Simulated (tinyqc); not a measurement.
What moves the results: conduction-band anticrossing with a localised impurity level. A value that a table varies takes the place of the one given here.

Host conduction band EM(k) = Eg - al x + c k^2/mM, c = hbar^2/2m0, coupled to a flat level EI by V = C sqrt(x): H = [[EM, V], [V, EI]], E+/- = (EM + EI)/2 +/- sqrt((EM - EI)^2/4 + V^2). The host weight of a state at E is f = 1/(1 + V^2/(E - EI)^2), and its mass at k = 0 is mM/f. The gap is E-(0), the valence top staying at 0.

Constants: hbar^2/2m0 = 3.80998211 eV angstrom^2.

Parameters, chosen for this exercise (host near InP; the results hold for these values, not for the real material): Eg = 1.429 eV (gap at Gamma to the s-like level); mM = 0.0809 m0 (mass of the host band); EI = 1.768 eV (impurity level, from the valence top of the host); C = 2.84 eV (coupling); al = 0.52 eV (linear shift of the host edge); x = 0.0055 (impurity fraction); aM = 81 meV/GPa (pressure coefficient of the host edge); aI = 34 meV/GPa (pressure coefficient of the level).

## Impurity fraction

The last column is the bowing that a quadratic law would need at that x, (Eg - gap)/(x (1 - x)), with equal end gaps.

Results:

| x (%) | E- (eV) | E+ (eV) | gap (eV) | host weight of E- | mass of E- | bowing (eV) |
|---|---|---|---|---|---|---|
| 0.1 | 1.4062 | 1.7903 | 1.4062 | 0.942 | 0.0859 | 22.8 |
| 0.2 | 1.3858 | 1.8102 | 1.3858 | 0.901 | 0.0898 | 21.7 |
| 0.5 | 1.3336 | 1.8608 | 1.3336 | 0.824 | 0.0982 | 19.2 |
| 1.0 | 1.2638 | 1.9280 | 1.2638 | 0.759 | 0.1066 | 16.7 |
| 2.0 | 1.1553 | 2.0313 | 1.1553 | 0.699 | 0.1157 | 14.0 |
| 3.0 | 1.0678 | 2.1136 | 1.0678 | 0.670 | 0.1208 | 12.4 |
| 5.0 | 0.9248 | 2.2462 | 0.9248 | 0.638 | 0.1268 | 10.6 |
| 8.0 | 0.7522 | 2.4032 | 0.7522 | 0.615 | 0.1315 | 9.2 |

The apparent bowing falls from 22.8 to 9.2 eV, so no single constant describes the gap: the part from the coupling goes as x while V is small against |EM - EI| and as sqrt(x) beyond (V = |Eg - EI| near x = 1.42 %), with the linear term al x on top; the fall of the gap goes as the power 0.92 of x between the first two rows and 0.63 between the last two. The mass of E- goes from 0.0859 to 0.1315, higher although the gap falls, against the usual k.p trend; with al = 0 the weight tends to 1/2 at large x.

## Pressure

Eg and EI move linearly with pressure; V is kept. The slope of E- is f aM + (1 - f) aI.

Results:

| P (GPa) | EM (eV) | EI (eV) | E- (eV) | E+ (eV) | host weight of E- | slope of E- (meV/GPa) |
|---|---|---|---|---|---|---|
| 0 | 1.4261 | 1.7680 | 1.3258 | 1.8683 | 0.815 | 72.3 |
| 1 | 1.5071 | 1.8020 | 1.3975 | 1.9117 | 0.787 | 71.0 |
| 2 | 1.5881 | 1.8360 | 1.4677 | 1.9564 | 0.754 | 69.4 |
| 3 | 1.6691 | 1.8700 | 1.5362 | 2.0029 | 0.715 | 67.6 |
| 4 | 1.7501 | 1.9040 | 1.6028 | 2.0513 | 0.672 | 65.6 |
| 5 | 1.8311 | 1.9380 | 1.6673 | 2.1019 | 0.623 | 63.3 |
| 6 | 1.9121 | 1.9720 | 1.7293 | 2.1548 | 0.570 | 60.8 |
| 7 | 1.9931 | 2.0060 | 1.7889 | 2.2103 | 0.515 | 58.2 |
| 8 | 2.0741 | 2.0400 | 1.8458 | 2.2684 | 0.460 | 55.6 |

The unmixed levels cross at 7.27 GPa, where E+ - E- has its minimum 2V = 0.421 eV and the weights are 1/2. The slope of E- falls from 72 to 56 meV/GPa, between the limits aM = 81 and aI = 34, as the state turns impurity-like. The X valleys, which pass below the Gamma edge of the host at high pressure, are left out.

## What each parameter does

At k = 0. Each row changes one parameter from the base and keeps the others.

Results:

| case | E- (eV) | E+ (eV) | gap (eV) | mass (m0) |
|---|---|---|---|---|
| base | 1.3258 | 1.8683 | 1.3258 | 0.0993 |
| EI = 1.818 eV | 1.3344 | 1.9097 | 1.3344 | 0.0962 |
| al = 1.02 eV | 1.3236 | 1.8678 | 1.3236 | 0.0991 |
| Eg = 1.479 eV | 1.3658 | 1.8783 | 1.3658 | 0.1031 |
| C = 2.414 eV | 1.3495 | 1.8446 | 1.3495 | 0.0957 |
| x = 0.00467 | 1.3388 | 1.8558 | 1.3388 | 0.0974 |
| mM = 0.09303 m0 | 1.3258 | 1.8683 | 1.3258 | 0.1141 |

The largest shifts from the base row, up to three for each result and ties (the steps differ in size, so this ranks the rows, not the parameters). E- (eV): Eg +0.0400, C +0.0237, x +0.0130; unchanged at the printed digits by mM. E+ (eV): EI +0.0414, C -0.0237, x -0.0126; unchanged at the printed digits by mM. gap (eV): Eg +0.0400, C +0.0237, x +0.0130; unchanged at the printed digits by mM. mass (m0): mM +0.0149, Eg +0.0038, C -0.0035.

tinyqc: `OMP_NUM_THREADS=1 python tinyqc.py 1081157 1081158 out.jsonl`; about 0.01 s, one thread, shared Intel(R) Xeon(R) Processor @ 2.30GHz.
